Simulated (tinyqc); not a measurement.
## Off-state leakage of single and stacked transistors: subthreshold current against the height of the stack

n-channel devices of unit width. Subthreshold current I(Vg, Vs, Vd) = I0 (T/300 K)^0.5 exp[(Vg - Vs - VT(T) - gb (Vs - Vb) + dd (Vd - Vs))/(nf Vt)] (1 - exp(-(Vd - Vs)/Vt)), VT(T) = VT - cT (T - 300 K). Gate-edge tunnelling Ig (Vd/1 V) exp(ag (Vd - 1 V)), for a gate at 0 V, and band-to-band leakage Ab u exp(-Bb/u), u = Vd - Vb + 1 V, flow at a drain held at V; both are taken as independent of T. In a stack of off transistors (all gates at 0 V) the same subthreshold current passes through each.

All n gates at 0 V, bottom source at 0 V, top drain at V; node voltages follow from equal currents.

Values chosen for this exercise; values of the order met in bulk silicon logic transistors: temperature T = 300 K; supply voltage V = 1 V; threshold at 300 K, zero drain and body bias VT = 0.29 V; fall of the threshold with temperature cT = 0.6 mV/K; current at threshold at 300 K I0 = 0.21 uA/um; slope factor nf = 1.24; drain-induced lowering per volt dd = 0.05; rise of the threshold per volt of source-body bias gb = 0.12; body voltage Vb = 0 V.

Constants: q = 1.602176634e-19 C, kB = 1.380649e-23 J/K, Vt = kB T/q. Results are converted to the units shown.

Subthreshold current against the height of the stack:

| n | I (nA/um) | reduction factor | drain voltage of the bottom device (mV) | source voltage of the top device (mV) | voltage across the top device (V) |
|---|---|---|---|---|---|
| 1 | 0.1177 | 1.000 | 1000 | 0 | 1.000 |
| 2 | 0.02207 | 5.334 | 45.87 | 45.87 | 0.9541 |
| 3 | 0.01217 | 9.669 | 16.87 | 62.17 | 0.9378 |
| 4 | 0.008411 | 13.99 | 10.53 | 72.29 | 0.9277 |
| 5 | 0.006427 | 18.31 | 7.670 | 79.66 | 0.9203 |
| 6 | 0.005202 | 22.63 | 6.038 | 85.46 | 0.9145 |

The second transistor cuts the current by a factor of 5.33, the third by a further 1.81 and the sixth by 1.24. The top device keeps 91.5 % of the supply at n = 6, while the drain voltage of the bottom one falls to 0.234 Vt.

tinyqc, about 0.04 s, one thread, Intel Xeon 2.30GHz (shared host): `OMP_NUM_THREADS=1 python tinyqc.py 2242062 2242063 out.jsonl`
